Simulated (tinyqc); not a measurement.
Worked calculation (part 1 of 3): UHF in the sto-6g basis, for BeH, spin multiplicity 2. Computed by tinyqc, a small Python program that keeps every step (integrals from PySCF). Settings: charge = 0, multiplicity = 2, basis = sto-6g, energy threshold = 1e-09, iteration cap = 64, orthogonalisation = canonical, start = atomic densities, DIIS depth = 4, method = UHF. Command: `OMP_NUM_THREADS=1 python tinyqc.py 25811 25812 out.jsonl` (the two numbers bound the seeds that draw the settings). One thread of a shared host (Intel(R) Xeon(R) Processor @ 2.60GHz), about 0.2 s of CPU time with the checks. Later iterations appear only in the table of the cycle.

## One-electron integrals

Geometry (angstrom):
```
atom         x         y         z
Be    0.000000  0.000000  0.000000
H     0.000000  0.000000  1.442000
```

Basis sto-6g: exponents (1/bohr^2) and contraction coefficients of normalised primitives:
```
element  l (shell)    exponent  coefficient
Be           s (1)  312.870494     0.009164
Be           s (1)   57.364463     0.049361
Be           s (1)   16.048509     0.168538
Be           s (1)    5.513096     0.370563
Be           s (1)    2.140897     0.416492
Be           s (1)    0.881739     0.130334
Be           s (2)   13.633247    -0.013253
Be           s (2)    2.698375    -0.046992
Be           s (2)    0.838653    -0.033785
Be           s (2)    0.322660     0.250242
Be           s (2)    0.140131     0.595117
Be           s (2)    0.064233     0.240706
Be           p (3)   13.633247     0.003760
Be           p (3)    2.698375     0.037679
Be           p (3)    0.838653     0.173897
Be           p (3)    0.322660     0.418036
Be           p (3)    0.140131     0.425860
Be           p (3)    0.064233     0.101708
H            s (1)   35.523221     0.009164
H            s (1)    6.513144     0.049361
H            s (1)    1.822143     0.168538
H            s (1)    0.625955     0.370563
H            s (1)    0.243077     0.416492
H            s (1)    0.100112     0.130334
```

Overlap, kinetic and nuclear-attraction integrals over the contracted functions; the nuclear repulsion is the sum of Za Zb / Rab.

nuclear repulsion = 1.46789795 hartree

overlap S, order 1Be 1s, 1Be 2s, 1Be 2px, 1Be 2py, 1Be 2pz, 2H 1s:
$$\begin{pmatrix}
1.000000 & 0.254764 & 0.000000 & 0.000000 & 0.000000 & 0.057496 \\
0.254764 & 1.000000 & 0.000000 & 0.000000 & 0.000000 & 0.420262 \\
0.000000 & 0.000000 & 1.000000 & 0.000000 & 0.000000 & 0.000000 \\
0.000000 & 0.000000 & 0.000000 & 1.000000 & 0.000000 & 0.000000 \\
0.000000 & 0.000000 & 0.000000 & 0.000000 & 1.000000 & 0.494841 \\
0.057496 & 0.420262 & 0.000000 & 0.000000 & 0.494841 & 1.000000
\end{pmatrix}$$

kinetic energy T (hartree), order 1Be 1s, 1Be 2s, 1Be 2px, 1Be 2py, 1Be 2pz, 2H 1s:
$$\begin{pmatrix}
6.768753 & -0.207382 & 0.000000 & 0.000000 & 0.000000 & -0.013730 \\
-0.207382 & 0.220121 & 0.000000 & 0.000000 & 0.000000 & 0.054353 \\
0.000000 & 0.000000 & 0.661265 & 0.000000 & 0.000000 & 0.000000 \\
0.000000 & 0.000000 & 0.000000 & 0.661265 & 0.000000 & 0.000000 \\
0.000000 & 0.000000 & 0.000000 & 0.000000 & 0.661265 & 0.161077 \\
-0.013730 & 0.054353 & 0.000000 & 0.000000 & 0.161077 & 0.768522
\end{pmatrix}$$

nuclear attraction V (hartree), order 1Be 1s, 1Be 2s, 1Be 2px, 1Be 2py, 1Be 2pz, 2H 1s:
$$\begin{pmatrix}
-15.081766 & -1.744223 & 0.000000 & 0.000000 & -0.016366 & -0.433636 \\
-1.744223 & -2.649115 & 0.000000 & 0.000000 & -0.136191 & -1.101587 \\
0.000000 & 0.000000 & -2.614162 & 0.000000 & 0.000000 & 0.000000 \\
0.000000 & 0.000000 & 0.000000 & -2.614162 & 0.000000 & 0.000000 \\
-0.016366 & -0.136191 & 0.000000 & 0.000000 & -2.718729 & -1.285790 \\
-0.433636 & -1.101587 & 0.000000 & 0.000000 & -1.285790 & -2.699989
\end{pmatrix}$$

core Hamiltonian H = T + V (hartree), order 1Be 1s, 1Be 2s, 1Be 2px, 1Be 2py, 1Be 2pz, 2H 1s:
$$\begin{pmatrix}
-8.313013 & -1.951605 & 0.000000 & 0.000000 & -0.016366 & -0.447365 \\
-1.951605 & -2.428994 & 0.000000 & 0.000000 & -0.136191 & -1.047234 \\
0.000000 & 0.000000 & -1.952897 & 0.000000 & 0.000000 & 0.000000 \\
0.000000 & 0.000000 & 0.000000 & -1.952897 & 0.000000 & 0.000000 \\
-0.016366 & -0.136191 & 0.000000 & 0.000000 & -2.057463 & -1.124713 \\
-0.447365 & -1.047234 & 0.000000 & 0.000000 & -1.124713 & -1.931467
\end{pmatrix}$$

## Two-electron integrals

Functions are numbered as in S; the eight-fold symmetry (ij|kl) = (ji|kl) = (kl|ij) leaves the list below.

Two-electron integrals (ij|kl) in chemists' order, unique and non-zero (hartree):
```
(11|11) 2.299996   (21|11) 0.361879   (21|21) 0.071926   (22|11) 0.570332
(22|21) 0.139654   (22|22) 0.417773   (31|31) 0.015252   (32|31) 0.022555
(32|32) 0.092340   (33|11) 0.570332   (33|21) 0.139654   (33|22) 0.417773
(33|33) 0.450117   (41|41) 0.015252   (42|41) 0.022555   (42|42) 0.092340
(43|43) 0.024258   (44|11) 0.570332   (44|21) 0.139654   (44|22) 0.417773
(44|33) 0.401601   (44|44) 0.450117   (51|51) 0.015252   (52|51) 0.022555
(52|52) 0.092340   (53|53) 0.024258   (54|54) 0.024258   (55|11) 0.570332
(55|21) 0.139654   (55|22) 0.417773   (55|33) 0.401601   (55|44) 0.401601
(55|55) 0.450117   (61|11) 0.083966   (61|21) 0.016204   (61|22) 0.031326
(61|33) 0.031067   (61|44) 0.031067   (61|51) 0.001603   (61|52) 0.003105
(61|55) 0.031843   (61|61) 0.003861   (62|11) 0.198110   (62|21) 0.049259
(62|22) 0.159980   (62|33) 0.153990   (62|44) 0.153990   (62|51) 0.006878
(62|52) 0.040199   (62|55) 0.171960   (62|61) 0.012263   (62|62) 0.090649
(63|31) 0.004794   (63|32) 0.021710   (63|53) 0.007007   (63|63) 0.008402
(64|41) 0.004794   (64|42) 0.021710   (64|54) 0.007007   (64|64) 0.008402
(65|11) 0.211927   (65|21) 0.053371   (65|22) 0.181163   (65|33) 0.170523
(65|44) 0.170523   (65|51) 0.011135   (65|52) 0.062693   (65|55) 0.202442
(65|61) 0.013953   (65|62) 0.116875   (65|65) 0.155701   (66|11) 0.364737
(66|21) 0.092546   (66|22) 0.335294   (66|33) 0.311096   (66|44) 0.311096
(66|51) 0.015322   (66|52) 0.114594   (66|55) 0.383689   (66|61) 0.023861
(66|62) 0.240686   (66|65) 0.329583   (66|66) 0.774999
```

## Orthogonalisation

S = U s U^T; canonical form X = U s^(-1/2), so that X^T S X = 1. Each column of U has its largest component positive (the first on a tie).

eigenvalues of S: [0.340882, 0.797585, 1.000000, 1.000000, 1.173017, 1.688516]

X, order 1Be 1s, 1Be 2s, 1Be 2px, 1Be 2py, 1Be 2pz, 2H 1s:
$$\begin{pmatrix}
0.221096 & 0.795088 & 0.000000 & 0.000000 & 0.598840 & 0.186096 \\
-0.838577 & -0.586712 & 0.000000 & 0.000000 & 0.447076 & 0.385765 \\
0.000000 & 0.000000 & -0.543194 & 0.839607 & 0.000000 & 0.000000 \\
0.000000 & 0.000000 & 0.839607 & 0.543194 & 0.000000 & 0.000000 \\
-0.886764 & 0.487471 & 0.000000 & 0.000000 & -0.511848 & 0.373143 \\
1.181151 & -0.199401 & 0.000000 & 0.000000 & -0.178963 & 0.519186
\end{pmatrix}$$

Within a degenerate level the vectors are fixed only up to a rotation; this is one choice.

## Starting guess

The start is atomic minimal-basis densities projected into this basis (PySCF's MINAO start) and scaled to the electron count of each spin; this density is not idempotent, so its energy is not variational and may lie below the converged one.

D(alpha) at the start, order 1Be 1s, 1Be 2s, 1Be 2px, 1Be 2py, 1Be 2pz, 2H 1s:
$$\begin{pmatrix}
1.291101 & -0.311504 & 0.000000 & 0.000000 & 0.007875 & -0.019508 \\
-0.311504 & 1.235408 & 0.000000 & 0.000000 & -0.018967 & 0.088689 \\
0.000000 & 0.000000 & 0.000000 & 0.000000 & 0.000000 & 0.000000 \\
0.000000 & 0.000000 & 0.000000 & 0.000000 & 0.000000 & 0.000000 \\
0.007875 & -0.018967 & 0.000000 & 0.000000 & 0.001290 & 0.021587 \\
-0.019508 & 0.088689 & 0.000000 & 0.000000 & 0.021587 & 0.537255
\end{pmatrix}$$

D(beta) at the start, order 1Be 1s, 1Be 2s, 1Be 2px, 1Be 2py, 1Be 2pz, 2H 1s:
$$\begin{pmatrix}
0.860734 & -0.207670 & 0.000000 & 0.000000 & 0.005250 & -0.013005 \\
-0.207670 & 0.823605 & 0.000000 & 0.000000 & -0.012644 & 0.059126 \\
0.000000 & 0.000000 & 0.000000 & 0.000000 & 0.000000 & 0.000000 \\
0.000000 & 0.000000 & 0.000000 & 0.000000 & 0.000000 & 0.000000 \\
0.005250 & -0.012644 & 0.000000 & 0.000000 & 0.000860 & 0.014391 \\
-0.013005 & 0.059126 & 0.000000 & 0.000000 & 0.014391 & 0.358170
\end{pmatrix}$$

## Iteration 1: building the Fock matrix

J_ij = sum D_kl (ij|kl) with D = D(alpha) + D(beta), K_ij = sum D_kl (ik|jl) for each spin; F = H + J - K(s); E = tr D H + tr D J / 2 - 0.5 sum_s tr D(s) K(s) + E_nn.

Coulomb J (hartree), order 1Be 1s, 1Be 2s, 1Be 2px, 1Be 2py, 1Be 2pz, 2H 1s:
$$\begin{pmatrix}
6.143953 & 1.092086 & 0.000000 & 0.000000 & 0.015424 & 0.254013 \\
1.092086 & 2.301874 & 0.000000 & 0.000000 & 0.113558 & 0.952491 \\
0.000000 & 0.000000 & 2.277653 & 0.000000 & 0.000000 & 0.000000 \\
0.000000 & 0.000000 & 0.000000 & 2.277653 & 0.000000 & 0.000000 \\
0.015424 & 0.113558 & 0.000000 & 0.000000 & 2.350318 & 1.110361 \\
0.254013 & 0.952491 & 0.000000 & 0.000000 & 1.110361 & 2.160387
\end{pmatrix}$$

exchange K(alpha) (hartree), order 1Be 1s, 1Be 2s, 1Be 2px, 1Be 2py, 1Be 2pz, 2H 1s:
$$\begin{pmatrix}
2.834693 & 0.449485 & 0.000000 & 0.000000 & 0.010802 & 0.118612 \\
0.449485 & 0.598991 & 0.000000 & 0.000000 & 0.077916 & 0.359825 \\
0.000000 & 0.000000 & 0.128228 & 0.000000 & 0.000000 & 0.000000 \\
0.000000 & 0.000000 & 0.000000 & 0.128228 & 0.000000 & 0.000000 \\
0.010802 & 0.077916 & 0.000000 & 0.000000 & 0.223375 & 0.253442 \\
0.118612 & 0.359825 & 0.000000 & 0.000000 & 0.253442 & 0.577684
\end{pmatrix}$$

exchange K(beta) (hartree), order 1Be 1s, 1Be 2s, 1Be 2px, 1Be 2py, 1Be 2pz, 2H 1s:
$$\begin{pmatrix}
1.889795 & 0.299657 & 0.000000 & 0.000000 & 0.007201 & 0.079075 \\
0.299657 & 0.399327 & 0.000000 & 0.000000 & 0.051944 & 0.239883 \\
0.000000 & 0.000000 & 0.085486 & 0.000000 & 0.000000 & 0.000000 \\
0.000000 & 0.000000 & 0.000000 & 0.085486 & 0.000000 & 0.000000 \\
0.007201 & 0.051944 & 0.000000 & 0.000000 & 0.148916 & 0.168961 \\
0.079075 & 0.239883 & 0.000000 & 0.000000 & 0.168961 & 0.385123
\end{pmatrix}$$

F(alpha) (hartree), order 1Be 1s, 1Be 2s, 1Be 2px, 1Be 2py, 1Be 2pz, 2H 1s:
$$\begin{pmatrix}
-5.003752 & -1.309004 & 0.000000 & 0.000000 & -0.011744 & -0.311964 \\
-1.309004 & -0.726111 & 0.000000 & 0.000000 & -0.100549 & -0.454568 \\
0.000000 & 0.000000 & 0.196528 & 0.000000 & 0.000000 & 0.000000 \\
0.000000 & 0.000000 & 0.000000 & 0.196528 & 0.000000 & 0.000000 \\
-0.011744 & -0.100549 & 0.000000 & 0.000000 & 0.069480 & -0.267794 \\
-0.311964 & -0.454568 & 0.000000 & 0.000000 & -0.267794 & -0.348763
\end{pmatrix}$$

F(beta) (hartree), order 1Be 1s, 1Be 2s, 1Be 2px, 1Be 2py, 1Be 2pz, 2H 1s:
$$\begin{pmatrix}
-4.058855 & -1.159176 & 0.000000 & 0.000000 & -0.008143 & -0.272427 \\
-1.159176 & -0.526447 & 0.000000 & 0.000000 & -0.074577 & -0.334627 \\
0.000000 & 0.000000 & 0.239271 & 0.000000 & 0.000000 & 0.000000 \\
0.000000 & 0.000000 & 0.000000 & 0.239271 & 0.000000 & 0.000000 \\
-0.008143 & -0.074577 & 0.000000 & 0.000000 & 0.143938 & -0.183314 \\
-0.272427 & -0.334627 & 0.000000 & 0.000000 & -0.183314 & -0.156202
\end{pmatrix}$$

total energy of this density = -15.17877056 hartree

This density is the starting one; it is not idempotent, so its energy is not variational and may lie below the converged one.

## Iteration 1: diagonalisation and new density

Diagonalise F' = X^T F X, C = X C', fill 3 alpha and 2 beta electrons from the bottom; D(s) = C_occ C_occ^T. Each column has its largest component positive (the first on a tie).

F' = X^T F X (alpha) (hartree):
$$\begin{pmatrix}
0.451845 & -0.388136 & 0.000000 & 0.000000 & -0.149968 & -0.156725 \\
-0.388136 & -2.096206 & 0.000000 & 0.000000 & -2.207443 & -0.778915 \\
0.000000 & 0.000000 & 0.196528 & 0.000000 & 0.000000 & 0.000000 \\
0.000000 & 0.000000 & 0.000000 & 0.196528 & 0.000000 & 0.000000 \\
-0.149968 & -2.207443 & 0.000000 & 0.000000 & -2.489641 & -1.145134 \\
-0.156725 & -0.778915 & 0.000000 & 0.000000 & -1.145134 & -0.930331
\end{pmatrix}$$

orbital energies (alpha) (hartree): MO1 -5.004066, MO2 -0.543479, MO3 -0.063658, MO4 0.196528, MO5 0.196528, MO6 0.546869

coefficients C (alpha), order 1Be 1s, 1Be 2s, 1Be 2px, 1Be 2py, 1Be 2pz, 2H 1s:
$$\begin{pmatrix}
0.998000 & -0.209330 & -0.161467 & 0.000000 & 0.000000 & -0.091624 \\
0.007301 & 0.679748 & 0.759038 & 0.000000 & 0.000000 & 0.598234 \\
0.000000 & 0.000000 & 0.000000 & -0.423362 & 0.905960 & 0.000000 \\
0.000000 & 0.000000 & 0.000000 & 0.905960 & 0.423362 & 0.000000 \\
0.001660 & 0.106587 & -0.466447 & 0.000000 & 0.000000 & 1.093740 \\
0.001826 & 0.487123 & -0.577781 & 0.000000 & 0.000000 & -1.079508
\end{pmatrix}$$

F' = X^T F X (beta) (hartree):
$$\begin{pmatrix}
0.553372 & -0.284018 & 0.000000 & 0.000000 & -0.098453 & -0.102901 \\
-0.284018 & -1.557542 & 0.000000 & 0.000000 & -1.815158 & -0.676311 \\
0.000000 & 0.000000 & 0.239271 & 0.000000 & 0.000000 & 0.000000 \\
0.000000 & 0.000000 & 0.000000 & 0.239271 & 0.000000 & 0.000000 \\
-0.098453 & -1.815158 & 0.000000 & 0.000000 & -2.031267 & -0.988323 \\
-0.102901 & -0.676311 & 0.000000 & 0.000000 & -0.988323 & -0.687715
\end{pmatrix}$$

orbital energies (beta) (hartree): MO1 -4.063307, MO2 -0.320963, MO3 0.048608, MO4 0.239271, MO5 0.239271, MO6 0.612509

coefficients C (beta), order 1Be 1s, 1Be 2s, 1Be 2px, 1Be 2py, 1Be 2pz, 2H 1s:
$$\begin{pmatrix}
0.990333 & -0.226952 & -0.174771 & 0.000000 & 0.000000 & 0.107142 \\
0.036940 & 0.672228 & 0.734103 & 0.000000 & 0.000000 & -0.635588 \\
0.000000 & 0.000000 & 0.000000 & 0.378251 & 0.925703 & 0.000000 \\
0.000000 & 0.000000 & 0.000000 & 0.925703 & -0.378251 & 0.000000 \\
0.004942 & 0.129371 & -0.530242 & 0.000000 & 0.000000 & -1.061737 \\
-0.005457 & 0.484327 & -0.500911 & 0.000000 & 0.000000 & 1.118457
\end{pmatrix}$$

D(alpha) after iteration 1, order 1Be 1s, 1Be 2s, 1Be 2px, 1Be 2py, 1Be 2pz, 2H 1s:
$$\begin{pmatrix}
1.065895 & -0.257565 & 0.000000 & 0.000000 & 0.054661 & -0.006854 \\
-0.257565 & 1.038250 & 0.000000 & 0.000000 & -0.281587 & -0.107424 \\
0.000000 & 0.000000 & 0.000000 & 0.000000 & 0.000000 & 0.000000 \\
0.000000 & 0.000000 & 0.000000 & 0.000000 & 0.000000 & 0.000000 \\
0.054661 & -0.281587 & 0.000000 & 0.000000 & 0.228937 & 0.321429 \\
-0.006854 & -0.107424 & 0.000000 & 0.000000 & 0.321429 & 0.571124
\end{pmatrix}$$

D(beta) after iteration 1, order 1Be 1s, 1Be 2s, 1Be 2px, 1Be 2py, 1Be 2pz, 2H 1s:
$$\begin{pmatrix}
1.032266 & -0.115980 & 0.000000 & 0.000000 & -0.024467 & -0.115323 \\
-0.115980 & 0.453255 & 0.000000 & 0.000000 & 0.087150 & 0.325377 \\
0.000000 & 0.000000 & 0.000000 & 0.000000 & 0.000000 & 0.000000 \\
0.000000 & 0.000000 & 0.000000 & 0.000000 & 0.000000 & 0.000000 \\
-0.024467 & 0.087150 & 0.000000 & 0.000000 & 0.016761 & 0.062631 \\
-0.115323 & 0.325377 & 0.000000 & 0.000000 & 0.062631 & 0.234603
\end{pmatrix}$$

Within a degenerate level the vectors are fixed only up to a rotation; this is one choice.

## Iteration 2: building the Fock matrix

As before.

Coulomb J (hartree), order 1Be 1s, 1Be 2s, 1Be 2px, 1Be 2py, 1Be 2pz, 2H 1s:
$$\begin{pmatrix}
6.068690 & 1.081227 & 0.000000 & 0.000000 & 0.015654 & 0.251848 \\
1.081227 & 2.289461 & 0.000000 & 0.000000 & 0.122705 & 0.964730 \\
0.000000 & 0.000000 & 2.255272 & 0.000000 & 0.000000 & 0.000000 \\
0.000000 & 0.000000 & 0.000000 & 2.255272 & 0.000000 & 0.000000 \\
0.015654 & 0.122705 & 0.000000 & 0.000000 & 2.357844 & 1.133710 \\
0.251848 & 0.964730 & 0.000000 & 0.000000 & 1.133710 & 2.223545
\end{pmatrix}$$

exchange K(alpha) (hartree), order 1Be 1s, 1Be 2s, 1Be 2px, 1Be 2py, 1Be 2pz, 2H 1s:
$$\begin{pmatrix}
2.341911 & 0.370548 & 0.000000 & 0.000000 & 0.000585 & 0.091949 \\
0.370548 & 0.502187 & 0.000000 & 0.000000 & -0.016793 & 0.283110 \\
0.000000 & 0.000000 & 0.110636 & 0.000000 & 0.000000 & 0.000000 \\
0.000000 & 0.000000 & 0.000000 & 0.110636 & 0.000000 & 0.000000 \\
0.000585 & -0.016793 & 0.000000 & 0.000000 & 0.409002 & 0.360036 \\
0.091949 & 0.283110 & 0.000000 & 0.000000 & 0.360036 & 0.665722
\end{pmatrix}$$

exchange K(beta) (hartree), order 1Be 1s, 1Be 2s, 1Be 2px, 1Be 2py, 1Be 2pz, 2H 1s:
$$\begin{pmatrix}
2.315406 & 0.367750 & 0.000000 & 0.000000 & -0.000475 & 0.083384 \\
0.367750 & 0.351807 & 0.000000 & 0.000000 & 0.147681 & 0.296320 \\
0.000000 & 0.000000 & 0.068643 & 0.000000 & 0.000000 & 0.000000 \\
0.000000 & 0.000000 & 0.000000 & 0.068643 & 0.000000 & 0.000000 \\
-0.000475 & 0.147681 & 0.000000 & 0.000000 & 0.160025 & 0.224551 \\
0.083384 & 0.296320 & 0.000000 & 0.000000 & 0.224551 & 0.438751
\end{pmatrix}$$

F(alpha) (hartree), order 1Be 1s, 1Be 2s, 1Be 2px, 1Be 2py, 1Be 2pz, 2H 1s:
$$\begin{pmatrix}
-4.586234 & -1.240926 & 0.000000 & 0.000000 & -0.001297 & -0.287466 \\
-1.240926 & -0.641719 & 0.000000 & 0.000000 & 0.003307 & -0.365614 \\
0.000000 & 0.000000 & 0.191739 & 0.000000 & 0.000000 & 0.000000 \\
0.000000 & 0.000000 & 0.000000 & 0.191739 & 0.000000 & 0.000000 \\
-0.001297 & 0.003307 & 0.000000 & 0.000000 & -0.108621 & -0.351039 \\
-0.287466 & -0.365614 & 0.000000 & 0.000000 & -0.351039 & -0.373644
\end{pmatrix}$$

F(beta) (hartree), order 1Be 1s, 1Be 2s, 1Be 2px, 1Be 2py, 1Be 2pz, 2H 1s:
$$\begin{pmatrix}
-4.559730 & -1.238128 & 0.000000 & 0.000000 & -0.000237 & -0.278901 \\
-1.238128 & -0.491339 & 0.000000 & 0.000000 & -0.161167 & -0.378825 \\
0.000000 & 0.000000 & 0.233732 & 0.000000 & 0.000000 & 0.000000 \\
0.000000 & 0.000000 & 0.000000 & 0.233732 & 0.000000 & 0.000000 \\
-0.000237 & -0.161167 & 0.000000 & 0.000000 & 0.140355 & -0.215554 \\
-0.278901 & -0.378825 & 0.000000 & 0.000000 & -0.215554 & -0.146673
\end{pmatrix}$$

total energy of this density = -15.05127093 hartree

## Iteration 2: DIIS over 2 matrices

error matrix X^T (FDS - SDF) X (alpha):
$$\begin{pmatrix}
0.000000 & 0.069382 & 0.000000 & 0.000000 & -0.048013 & 0.004842 \\
-0.069382 & 0.000000 & 0.000000 & 0.000000 & -0.000115 & 0.006295 \\
0.000000 & 0.000000 & 0.000000 & 0.000000 & 0.000000 & 0.000000 \\
0.000000 & 0.000000 & 0.000000 & 0.000000 & 0.000000 & 0.000000 \\
0.048013 & 0.000115 & 0.000000 & 0.000000 & 0.000000 & -0.004348 \\
-0.004842 & -0.006295 & 0.000000 & 0.000000 & 0.004348 & 0.000000
\end{pmatrix}$$

B (overlaps of the stored error matrices):
$$\begin{pmatrix}
1.6531652e-01 & 1.4506176e-02 \\
1.4506176e-02 & 2.7357223e-02
\end{pmatrix}$$

Minimise |sum c_i e_i|^2 with sum c_i = 1: solve [B -1; -1 0][c; lambda] = [0; -1] with B_ij = tr e_i^T e_j summed over both spins, and take F = sum c_i F_i.

DIIS coefficients: [0.078522, 0.921478]

extrapolated F(alpha) (hartree), order 1Be 1s, 1Be 2s, 1Be 2px, 1Be 2py, 1Be 2pz, 2H 1s:
$$\begin{pmatrix}
-4.619019 & -1.246272 & 0.000000 & 0.000000 & -0.002117 & -0.289390 \\
-1.246272 & -0.648345 & 0.000000 & 0.000000 & -0.004848 & -0.372599 \\
0.000000 & 0.000000 & 0.192115 & 0.000000 & 0.000000 & 0.000000 \\
0.000000 & 0.000000 & 0.000000 & 0.192115 & 0.000000 & 0.000000 \\
-0.002117 & -0.004848 & 0.000000 & 0.000000 & -0.094636 & -0.344503 \\
-0.289390 & -0.372599 & 0.000000 & 0.000000 & -0.344503 & -0.371690
\end{pmatrix}$$

extrapolated F(beta) (hartree), order 1Be 1s, 1Be 2s, 1Be 2px, 1Be 2py, 1Be 2pz, 2H 1s:
$$\begin{pmatrix}
-4.520400 & -1.231929 & 0.000000 & 0.000000 & -0.000857 & -0.278393 \\
-1.231929 & -0.494096 & 0.000000 & 0.000000 & -0.154368 & -0.375354 \\
0.000000 & 0.000000 & 0.234167 & 0.000000 & 0.000000 & 0.000000 \\
0.000000 & 0.000000 & 0.000000 & 0.234167 & 0.000000 & 0.000000 \\
-0.000857 & -0.154368 & 0.000000 & 0.000000 & 0.140637 & -0.213022 \\
-0.278393 & -0.375354 & 0.000000 & 0.000000 & -0.213022 & -0.147421
\end{pmatrix}$$
